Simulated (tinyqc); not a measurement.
RHF in the 6-311g basis, for H2, spin multiplicity 1, step by step. Computed by tinyqc, a small Python program that keeps every step (integrals from PySCF). Settings: charge = 0, multiplicity = 1, basis = 6-311g, energy threshold = 1e-08, iteration cap = 55, orthogonalisation = symmetric, start = Wolfsberg-Helmholz matrix, DIIS depth = 0, method = RHF. Command: `OMP_NUM_THREADS=1 python tinyqc.py 24556 24557 out.jsonl` (the two numbers bound the seeds that draw the settings). One thread of a shared host (Intel(R) Xeon(R) Processor @ 2.60GHz), about 0.06 s of CPU time with the checks. Later iterations appear only in the table of the cycle.

## One-electron integrals

Geometry (angstrom):
```
atom         x         y         z
H     0.000000  0.000000  0.000000
H     0.000000  0.000000  1.150000
```

Basis 6-311g: exponents (1/bohr^2) and contraction coefficients of normalised primitives:
```
element  l (shell)   exponent  coefficient
H            s (1)  33.865000     0.025494
H            s (1)   5.094790     0.190373
H            s (1)   1.158790     0.852161
H            s (2)   0.325840     1.000000
H            s (3)   0.102741     1.000000
```

Overlap, kinetic and nuclear-attraction integrals over the contracted functions; the nuclear repulsion is the sum of Za Zb / Rab.

nuclear repulsion = 0.46015410 hartree

overlap S, order 1H 1s, 1H 2s, 1H 3s, 2H 1s, 2H 2s, 2H 3s:
$$\begin{pmatrix}
1.000000 & 0.706377 & 0.373664 & 0.049683 & 0.208256 & 0.238735 \\
0.706377 & 1.000000 & 0.788963 & 0.208256 & 0.463278 & 0.545564 \\
0.373664 & 0.788963 & 1.000000 & 0.238735 & 0.545564 & 0.784578 \\
0.049683 & 0.208256 & 0.238735 & 1.000000 & 0.706377 & 0.373664 \\
0.208256 & 0.463278 & 0.545564 & 0.706377 & 1.000000 & 0.788963 \\
0.238735 & 0.545564 & 0.784578 & 0.373664 & 0.788963 & 1.000000
\end{pmatrix}$$

kinetic energy T (hartree), order 1H 1s, 1H 2s, 1H 3s, 2H 1s, 2H 2s, 2H 3s:
$$\begin{pmatrix}
2.304348 & 0.549119 & 0.106346 & -0.082209 & 0.029830 & 0.047640 \\
0.549119 & 0.488760 & 0.184881 & 0.029830 & 0.110283 & 0.096403 \\
0.106346 & 0.184881 & 0.154112 & 0.047640 & 0.096403 & 0.101356 \\
-0.082209 & 0.029830 & 0.047640 & 2.304348 & 0.549119 & 0.106346 \\
0.029830 & 0.110283 & 0.096403 & 0.549119 & 0.488760 & 0.184881 \\
0.047640 & 0.096403 & 0.101356 & 0.106346 & 0.184881 & 0.154112
\end{pmatrix}$$

nuclear attraction V (hartree), order 1H 1s, 1H 2s, 1H 3s, 2H 1s, 2H 2s, 2H 3s:
$$\begin{pmatrix}
-2.571250 & -1.385715 & -0.686849 & -0.092125 & -0.399799 & -0.443355 \\
-1.385715 & -1.365029 & -0.929803 & -0.399799 & -0.669564 & -0.676479 \\
-0.686849 & -0.929803 & -0.896381 & -0.443355 & -0.676479 & -0.742173 \\
-0.092125 & -0.399799 & -0.443355 & -2.571250 & -1.385715 & -0.686849 \\
-0.399799 & -0.669564 & -0.676479 & -1.385715 & -1.365029 & -0.929803 \\
-0.443355 & -0.676479 & -0.742173 & -0.686849 & -0.929803 & -0.896381
\end{pmatrix}$$

core Hamiltonian H = T + V (hartree), order 1H 1s, 1H 2s, 1H 3s, 2H 1s, 2H 2s, 2H 3s:
$$\begin{pmatrix}
-0.266901 & -0.836596 & -0.580503 & -0.174333 & -0.369968 & -0.395715 \\
-0.836596 & -0.876269 & -0.744921 & -0.369968 & -0.559280 & -0.580076 \\
-0.580503 & -0.744921 & -0.742269 & -0.395715 & -0.580076 & -0.640817 \\
-0.174333 & -0.369968 & -0.395715 & -0.266901 & -0.836596 & -0.580503 \\
-0.369968 & -0.559280 & -0.580076 & -0.836596 & -0.876269 & -0.744921 \\
-0.395715 & -0.580076 & -0.640817 & -0.580503 & -0.744921 & -0.742269
\end{pmatrix}$$

## Two-electron integrals

Functions are numbered as in S; the eight-fold symmetry (ij|kl) = (ji|kl) = (kl|ij) leaves the list below.

Two-electron integrals (ij|kl) in chemists' order, unique and non-zero (hartree):
```
(11|11) 1.393035   (21|11) 0.822971   (21|21) 0.509703   (22|11) 0.822904
(22|21) 0.543028   (22|22) 0.644106   (31|11) 0.411256   (31|21) 0.257757
(31|22) 0.279868   (31|31) 0.130794   (32|11) 0.543681   (32|21) 0.365771
(32|22) 0.452669   (32|31) 0.189803   (32|32) 0.325140   (33|11) 0.494021
(33|21) 0.340115   (33|22) 0.445993   (33|31) 0.178035   (33|32) 0.331779
(33|33) 0.361682   (41|11) 0.042368   (41|21) 0.028099   (41|22) 0.033284
(41|31) 0.014490   (41|32) 0.023268   (41|33) 0.022663   (41|41) 0.002984
(42|11) 0.119137   (42|21) 0.082738   (42|22) 0.108928   (42|31) 0.043398
(42|32) 0.080304   (42|33) 0.084705   (42|41) 0.009991   (42|42) 0.043509
(43|11) 0.118054   (43|21) 0.082639   (43|22) 0.111738   (43|31) 0.043503
(43|32) 0.083895   (43|33) 0.091478   (43|41) 0.009945   (43|42) 0.047191
(43|43) 0.053265   (44|11) 0.459916   (44|21) 0.324242   (44|22) 0.448437
(44|31) 0.171245   (44|32) 0.340968   (44|33) 0.378013   (44|41) 0.042368
(44|42) 0.225107   (44|43) 0.260285   (44|44) 1.393035   (51|11) 0.225107
(51|21) 0.141665   (51|22) 0.154772   (51|31) 0.071967   (51|32) 0.105187
(51|33) 0.098924   (51|41) 0.009991   (51|42) 0.030169   (51|43) 0.029913
(51|44) 0.119137   (51|51) 0.043509   (52|11) 0.314301   (52|21) 0.212165
(52|22) 0.264174   (52|31) 0.110215   (52|32) 0.190193   (52|33) 0.194588
(52|41) 0.018508   (52|42) 0.069427   (52|43) 0.073461   (52|44) 0.314301
(52|51) 0.069427   (52|52) 0.138242   (53|11) 0.279399   (53|21) 0.192567
(53|22) 0.252671   (53|31) 0.100828   (53|32) 0.187725   (53|33) 0.203449
(53|41) 0.017705   (53|42) 0.074305   (53|43) 0.082669   (53|44) 0.363622
(53|51) 0.063837   (53|52) 0.141113   (53|53) 0.155470   (54|11) 0.324242
(54|21) 0.228034   (54|22) 0.313077   (54|31) 0.120295   (54|32) 0.237430
(54|33) 0.263355   (54|41) 0.028099   (54|42) 0.141665   (54|43) 0.163443
(54|44) 0.822971   (54|51) 0.082738   (54|52) 0.212165   (54|53) 0.245381
(54|54) 0.509703   (55|11) 0.448437   (55|21) 0.313077   (55|22) 0.423631
(55|31) 0.164717   (55|32) 0.320162   (55|33) 0.356866   (55|41) 0.033284
(55|42) 0.154772   (55|43) 0.178012   (55|44) 0.822904   (55|51) 0.108928
(55|52) 0.264174   (55|53) 0.305848   (55|54) 0.543028   (55|55) 0.644106
(61|11) 0.260285   (61|21) 0.163443   (61|22) 0.178012   (61|31) 0.082982
(61|32) 0.120864   (61|33) 0.113539   (61|41) 0.009945   (61|42) 0.029913
(61|43) 0.029884   (61|44) 0.118054   (61|51) 0.047191   (61|52) 0.073461
(61|53) 0.067377   (61|54) 0.082639   (61|55) 0.111738   (61|61) 0.053265
(62|11) 0.363622   (62|21) 0.245381   (62|22) 0.305848   (62|31) 0.127473
(62|32) 0.220549   (62|33) 0.226573   (62|41) 0.017705   (62|42) 0.063837
(62|43) 0.067377   (62|44) 0.279399   (62|51) 0.074305   (62|52) 0.141113
(62|53) 0.142355   (62|54) 0.192567   (62|55) 0.252671   (62|61) 0.082669
(62|62) 0.155470   (63|11) 0.360230   (63|21) 0.248888   (63|22) 0.329542
(63|31) 0.130464   (63|32) 0.246751   (63|33) 0.272699   (63|41) 0.019104
(63|42) 0.076666   (63|43) 0.084920   (63|44) 0.360230   (63|51) 0.076666
(63|52) 0.162108   (63|53) 0.177370   (63|54) 0.248888   (63|55) 0.329542
(63|61) 0.084920   (63|62) 0.177370   (63|63) 0.222638   (64|11) 0.171245
(64|21) 0.120295   (64|22) 0.164717   (64|31) 0.063430   (64|32) 0.124818
(64|33) 0.138505   (64|41) 0.014490   (64|42) 0.071967   (64|43) 0.082982
(64|44) 0.411256   (64|51) 0.043398   (64|52) 0.110215   (64|53) 0.127473
(64|54) 0.257757   (64|55) 0.279868   (64|61) 0.043503   (64|62) 0.100828
(64|63) 0.130464   (64|64) 0.130794   (65|11) 0.340968   (65|21) 0.237430
(65|22) 0.320162   (65|31) 0.124818   (65|32) 0.242083   (65|33) 0.271538
(65|41) 0.023268   (65|42) 0.105187   (65|43) 0.120864   (65|44) 0.543681
(65|51) 0.080304   (65|52) 0.190193   (65|53) 0.220549   (65|54) 0.365771
(65|55) 0.452669   (65|61) 0.083895   (65|62) 0.187725   (65|63) 0.246751
(65|64) 0.189803   (65|65) 0.325140   (66|11) 0.378013   (66|21) 0.263355
(66|22) 0.356866   (66|31) 0.138505   (66|32) 0.271538   (66|33) 0.310801
(66|41) 0.022663   (66|42) 0.098924   (66|43) 0.113539   (66|44) 0.494021
(66|51) 0.084705   (66|52) 0.194588   (66|53) 0.226573   (66|54) 0.340115
(66|55) 0.445993   (66|61) 0.091478   (66|62) 0.203449   (66|63) 0.272699
(66|64) 0.178035   (66|65) 0.331779   (66|66) 0.361682
```

## Orthogonalisation

S = U s U^T; symmetric (Loewdin) form X = U s^(-1/2) U^T, so that X^T S X = 1.

eigenvalues of S: [0.055894, 0.130887, 0.308495, 0.720386, 1.338071, 3.446265]

X, order 1H 1s, 1H 2s, 1H 3s, 2H 1s, 2H 2s, 2H 3s:
$$\begin{pmatrix}
1.374688 & -0.749505 & 0.208098 & 0.039112 & 0.019962 & -0.052061 \\
-0.749505 & 2.144952 & -1.024887 & 0.019962 & -0.293440 & 0.218474 \\
0.208098 & -1.024887 & 2.168178 & -0.052061 & 0.218474 & -0.952538 \\
0.039112 & 0.019962 & -0.052061 & 1.374688 & -0.749505 & 0.208098 \\
0.019962 & -0.293440 & 0.218474 & -0.749505 & 2.144952 & -1.024887 \\
-0.052061 & 0.218474 & -0.952538 & 0.208098 & -1.024887 & 2.168178
\end{pmatrix}$$

## Starting guess

The start is the generalised Wolfsberg-Helmholz matrix (K = 1.75) built on H; D = 2 C_occ C_occ^T.

D at the start, order 1H 1s, 1H 2s, 1H 3s, 2H 1s, 2H 2s, 2H 3s:
$$\begin{pmatrix}
0.041663 & -0.113578 & -0.076290 & 0.041663 & -0.113578 & -0.076290 \\
-0.113578 & 0.309627 & 0.207976 & -0.113578 & 0.309627 & 0.207976 \\
-0.076290 & 0.207976 & 0.139698 & -0.076290 & 0.207976 & 0.139698 \\
0.041663 & -0.113578 & -0.076290 & 0.041663 & -0.113578 & -0.076290 \\
-0.113578 & 0.309627 & 0.207976 & -0.113578 & 0.309627 & 0.207976 \\
-0.076290 & 0.207976 & 0.139698 & -0.076290 & 0.207976 & 0.139698
\end{pmatrix}$$

## Iteration 1: building the Fock matrix

J_ij = sum D_kl (ij|kl), K_ij = sum D_kl (ik|jl); F = H + J - 0.5 K; E = tr D H + tr D J / 2 - 0.25 tr D K + E_nn.

Coulomb J (hartree), order 1H 1s, 1H 2s, 1H 3s, 2H 1s, 2H 2s, 2H 3s:
$$\begin{pmatrix}
1.041510 & 0.719718 & 0.376866 & 0.056845 & 0.224428 & 0.246346 \\
0.719718 & 0.941526 & 0.696443 & 0.224428 & 0.468223 & 0.503325 \\
0.376866 & 0.696443 & 0.748887 & 0.246346 & 0.503325 & 0.613658 \\
0.056845 & 0.224428 & 0.246346 & 1.041510 & 0.719718 & 0.376866 \\
0.224428 & 0.468223 & 0.503325 & 0.719718 & 0.941526 & 0.696443 \\
0.246346 & 0.503325 & 0.613658 & 0.376866 & 0.696443 & 0.748887
\end{pmatrix}$$

exchange K (hartree), order 1H 1s, 1H 2s, 1H 3s, 2H 1s, 2H 2s, 2H 3s:
$$\begin{pmatrix}
0.241447 & 0.382784 & 0.339078 & 0.136855 & 0.286218 & 0.300530 \\
0.382784 & 0.690541 & 0.654489 & 0.286218 & 0.579121 & 0.603575 \\
0.339078 & 0.654489 & 0.655375 & 0.300530 & 0.603575 & 0.629336 \\
0.136855 & 0.286218 & 0.300530 & 0.241447 & 0.382784 & 0.339078 \\
0.286218 & 0.579121 & 0.603575 & 0.382784 & 0.690541 & 0.654489 \\
0.300530 & 0.603575 & 0.629336 & 0.339078 & 0.654489 & 0.655375
\end{pmatrix}$$

Fock matrix F (hartree), order 1H 1s, 1H 2s, 1H 3s, 2H 1s, 2H 2s, 2H 3s:
$$\begin{pmatrix}
0.653885 & -0.308269 & -0.373176 & -0.185916 & -0.288649 & -0.299634 \\
-0.308269 & -0.280014 & -0.375723 & -0.288649 & -0.380618 & -0.378538 \\
-0.373176 & -0.375723 & -0.321069 & -0.299634 & -0.378538 & -0.341827 \\
-0.185916 & -0.288649 & -0.299634 & 0.653885 & -0.308269 & -0.373176 \\
-0.288649 & -0.380618 & -0.378538 & -0.308269 & -0.280014 & -0.375723 \\
-0.299634 & -0.378538 & -0.341827 & -0.373176 & -0.375723 & -0.321069
\end{pmatrix}$$

total energy of this density = -0.67717576 hartree

## Iteration 1: diagonalisation and new density

Diagonalise F' = X^T F X, C = X C', fill 1 alpha and 1 beta electrons from the bottom; D = 2 C_occ C_occ^T. Each column has its largest component positive (the first on a tie).

F' = X^T F X (hartree):
$$\begin{pmatrix}
1.610472 & -1.098921 & 0.025347 & 0.063400 & -0.106210 & -0.096897 \\
-1.098921 & 0.834944 & -0.403114 & -0.106210 & -0.208382 & -0.044380 \\
0.025347 & -0.403114 & 0.130962 & -0.096897 & -0.044380 & -0.155002 \\
0.063400 & -0.106210 & -0.096897 & 1.610472 & -1.098921 & 0.025347 \\
-0.106210 & -0.208382 & -0.044380 & -1.098921 & 0.834944 & -0.403114 \\
-0.096897 & -0.044380 & -0.155002 & 0.025347 & -0.403114 & 0.130962
\end{pmatrix}$$

orbital energies (hartree): MO1 -0.518056, MO2 0.047820, MO3 0.316121, MO4 0.460504, MO5 2.368038, MO6 2.478328

coefficients C, order 1H 1s, 1H 2s, 1H 3s, 2H 1s, 2H 2s, 2H 3s:
$$\begin{pmatrix}
0.115133 & 0.126382 & -0.065774 & -0.110506 & -1.092511 & -1.122552 \\
0.291759 & 0.207759 & -0.884815 & -1.172710 & 1.619715 & 1.198872 \\
0.226620 & 1.142165 & 0.894549 & 1.824693 & -1.020884 & -0.473962 \\
0.115133 & -0.126382 & -0.065774 & 0.110506 & 1.092511 & -1.122552 \\
0.291759 & -0.207759 & -0.884815 & 1.172710 & -1.619715 & 1.198872 \\
0.226620 & -1.142165 & 0.894549 & -1.824693 & 1.020884 & -0.473962
\end{pmatrix}$$

D after iteration 1, order 1H 1s, 1H 2s, 1H 3s, 2H 1s, 2H 2s, 2H 3s:
$$\begin{pmatrix}
0.026511 & 0.067182 & 0.052183 & 0.026511 & 0.067182 & 0.052183 \\
0.067182 & 0.170247 & 0.132237 & 0.067182 & 0.170247 & 0.132237 \\
0.052183 & 0.132237 & 0.102713 & 0.052183 & 0.132237 & 0.102713 \\
0.026511 & 0.067182 & 0.052183 & 0.026511 & 0.067182 & 0.052183 \\
0.067182 & 0.170247 & 0.132237 & 0.067182 & 0.170247 & 0.132237 \\
0.052183 & 0.132237 & 0.102713 & 0.052183 & 0.132237 & 0.102713
\end{pmatrix}$$

## Iteration 2: building the Fock matrix

As before.

Coulomb J (hartree), order 1H 1s, 1H 2s, 1H 3s, 2H 1s, 2H 2s, 2H 3s:
$$\begin{pmatrix}
1.243104 & 0.832777 & 0.432098 & 0.065628 & 0.258531 & 0.282542 \\
0.832777 & 1.036566 & 0.751846 & 0.258531 & 0.517195 & 0.545362 \\
0.432098 & 0.751846 & 0.785834 & 0.282542 & 0.545362 & 0.646053 \\
0.065628 & 0.258531 & 0.282542 & 1.243104 & 0.832777 & 0.432098 \\
0.258531 & 0.517195 & 0.545362 & 0.832777 & 1.036566 & 0.751846 \\
0.282542 & 0.545362 & 0.646053 & 0.432098 & 0.751846 & 0.785834
\end{pmatrix}$$

exchange K (hartree), order 1H 1s, 1H 2s, 1H 3s, 2H 1s, 2H 2s, 2H 3s:
$$\begin{pmatrix}
0.579115 & 0.642121 & 0.504518 & 0.275664 & 0.450200 & 0.439446 \\
0.642121 & 0.829358 & 0.704508 & 0.450200 & 0.681442 & 0.647495 \\
0.504518 & 0.704508 & 0.634724 & 0.439446 & 0.647495 & 0.610110 \\
0.275664 & 0.450200 & 0.439446 & 0.579115 & 0.642121 & 0.504518 \\
0.450200 & 0.681442 & 0.647495 & 0.642121 & 0.829358 & 0.704508 \\
0.439446 & 0.647495 & 0.610110 & 0.504518 & 0.704508 & 0.634724
\end{pmatrix}$$

Fock matrix F (hartree), order 1H 1s, 1H 2s, 1H 3s, 2H 1s, 2H 2s, 2H 3s:
$$\begin{pmatrix}
0.686645 & -0.324879 & -0.400664 & -0.246537 & -0.336537 & -0.332896 \\
-0.324879 & -0.254382 & -0.345329 & -0.336537 & -0.382806 & -0.358461 \\
-0.400664 & -0.345329 & -0.273797 & -0.332896 & -0.358461 & -0.299819 \\
-0.246537 & -0.336537 & -0.332896 & 0.686645 & -0.324879 & -0.400664 \\
-0.336537 & -0.382806 & -0.358461 & -0.324879 & -0.254382 & -0.345329 \\
-0.332896 & -0.358461 & -0.299819 & -0.400664 & -0.345329 & -0.273797
\end{pmatrix}$$

total energy of this density = -1.05972281 hartree

## Iteration 2: diagonalisation and new density

As before.

F' = X^T F X (hartree):
$$\begin{pmatrix}
1.696825 & -1.159264 & 0.000316 & 0.030763 & -0.142742 & -0.123407 \\
-1.159264 & 0.902744 & -0.384596 & -0.142742 & -0.200535 & -0.030892 \\
0.000316 & -0.384596 & 0.156163 & -0.123407 & -0.030892 & -0.139468 \\
0.030763 & -0.142742 & -0.123407 & 1.696825 & -1.159264 & 0.000316 \\
-0.142742 & -0.200535 & -0.030892 & -1.159264 & 0.902744 & -0.384596 \\
-0.123407 & -0.030892 & -0.139468 & 0.000316 & -0.384596 & 0.156163
\end{pmatrix}$$

orbital energies (hartree): MO1 -0.510778, MO2 0.082016, MO3 0.336199, MO4 0.498476, MO5 2.484481, MO6 2.621071

coefficients C, order 1H 1s, 1H 2s, 1H 3s, 2H 1s, 2H 2s, 2H 3s:
$$\begin{pmatrix}
0.146016 & 0.119422 & -0.048910 & -0.100797 & -1.094231 & -1.119818 \\
0.297764 & 0.141903 & -0.884931 & -1.207141 & 1.601426 & 1.197309 \\
0.201330 & 1.242996 & 0.908148 & 1.772592 & -0.994551 & -0.459290 \\
0.146016 & -0.119422 & -0.048910 & 0.100797 & 1.094231 & -1.119818 \\
0.297764 & -0.141903 & -0.884931 & 1.207141 & -1.601426 & 1.197309 \\
0.201330 & -1.242996 & 0.908148 & -1.772592 & 0.994551 & -0.459290
\end{pmatrix}$$

D after iteration 2, order 1H 1s, 1H 2s, 1H 3s, 2H 1s, 2H 2s, 2H 3s:
$$\begin{pmatrix}
0.042641 & 0.086956 & 0.058795 & 0.042641 & 0.086956 & 0.058795 \\
0.086956 & 0.177327 & 0.119898 & 0.086956 & 0.177327 & 0.119898 \\
0.058795 & 0.119898 & 0.081067 & 0.058795 & 0.119898 & 0.081067 \\
0.042641 & 0.086956 & 0.058795 & 0.042641 & 0.086956 & 0.058795 \\
0.086956 & 0.177327 & 0.119898 & 0.086956 & 0.177327 & 0.119898 \\
0.058795 & 0.119898 & 0.081067 & 0.058795 & 0.119898 & 0.081067
\end{pmatrix}$$

## Iteration 8 (converged): orbitals

converged F (hartree), order 1H 1s, 1H 2s, 1H 3s, 2H 1s, 2H 2s, 2H 3s:
$$\begin{pmatrix}
0.704058 & -0.319243 & -0.398107 & -0.258705 & -0.342721 & -0.333302 \\
-0.319243 & -0.239725 & -0.329734 & -0.342721 & -0.377890 & -0.346574 \\
-0.398107 & -0.329734 & -0.253766 & -0.333302 & -0.346574 & -0.281656 \\
-0.258705 & -0.342721 & -0.333302 & 0.704058 & -0.319243 & -0.398107 \\
-0.342721 & -0.377890 & -0.346574 & -0.319243 & -0.239725 & -0.329734 \\
-0.333302 & -0.346574 & -0.281656 & -0.398107 & -0.329734 & -0.253766
\end{pmatrix}$$

As before.

F' = X^T F X (hartree):
$$\begin{pmatrix}
1.723122 & -1.169450 & -0.000640 & 0.022121 & -0.149527 & -0.125929 \\
-1.169450 & 0.919653 & -0.378702 & -0.149527 & -0.200772 & -0.026979 \\
-0.000640 & -0.378702 & 0.166171 & -0.125929 & -0.026979 & -0.133105 \\
0.022121 & -0.149527 & -0.125929 & 1.723122 & -1.169450 & -0.000640 \\
-0.149527 & -0.200772 & -0.026979 & -1.169450 & 0.919653 & -0.378702 \\
-0.125929 & -0.026979 & -0.133105 & -0.000640 & -0.378702 & 0.166171
\end{pmatrix}$$

orbital energies (hartree): MO1 -0.497374, MO2 0.094035, MO3 0.341154, MO4 0.511229, MO5 2.515437, MO6 2.653409

coefficients C, order 1H 1s, 1H 2s, 1H 3s, 2H 1s, 2H 2s, 2H 3s:
$$\begin{pmatrix}
0.150025 & 0.116511 & -0.045275 & -0.098357 & -1.094767 & -1.119441 \\
0.303865 & 0.119131 & -0.883716 & -1.216734 & 1.596013 & 1.196674 \\
0.192647 & 1.277238 & 0.911152 & 1.751841 & -0.987909 & -0.457060 \\
0.150025 & -0.116511 & -0.045275 & 0.098357 & 1.094767 & -1.119441 \\
0.303865 & -0.119131 & -0.883716 & 1.216734 & -1.596013 & 1.196674 \\
0.192647 & -1.277238 & 0.911152 & -1.751841 & 0.987909 & -0.457060
\end{pmatrix}$$

D after iteration 8, order 1H 1s, 1H 2s, 1H 3s, 2H 1s, 2H 2s, 2H 3s:
$$\begin{pmatrix}
0.045015 & 0.091175 & 0.057804 & 0.045015 & 0.091175 & 0.057804 \\
0.091175 & 0.184667 & 0.117077 & 0.091175 & 0.184667 & 0.117077 \\
0.057804 & 0.117077 & 0.074226 & 0.057804 & 0.117077 & 0.074226 \\
0.045015 & 0.091175 & 0.057804 & 0.045015 & 0.091175 & 0.057804 \\
0.091175 & 0.184667 & 0.117077 & 0.091175 & 0.184667 & 0.117077 \\
0.057804 & 0.117077 & 0.074226 & 0.057804 & 0.117077 & 0.074226
\end{pmatrix}$$

## Convergence

Stop when the energy changes by less than 1e-08 hartree and every element of the error matrix X^T (F D S - S D F) X is below 3e-05.

Course of the cycle:
```
iteration  E (hartree)     change  largest element of the error matrix
1          -0.67717576          -                             4.45e-01
2          -1.05972281  -3.83e-01                             6.31e-02
3          -1.06775292  -8.03e-03                             8.46e-03
4          -1.06796162  -2.09e-04                             1.34e-03
5          -1.06796956  -7.94e-06                             2.67e-04
6          -1.06796993  -3.75e-07                             6.65e-05
7          -1.06796995  -1.92e-08                             1.59e-05
8          -1.06796995  -1.00e-09                             3.73e-06
```

PySCF RHF in the same basis = -1.06796995 hartree

Converged in 8 iterations.

## Populations, bond orders and dipole

Mulliken: Z minus the diagonal of D S on the atom; Loewdin: the same with S^(1/2) D S^(1/2); Mayer order: 2 sum_s sum (D(s) S)_ij (D(s) S)_ji over the two atoms.

Charges (e):
```
atom  Mulliken  Loewdin
1H           0        0
2H           0        0
```

Mayer bond orders:
```
pair     order
2-1   1.000000
```

dipole moment about the origin, x y z (debye): [0.000000, 0.000000, 0.000000]
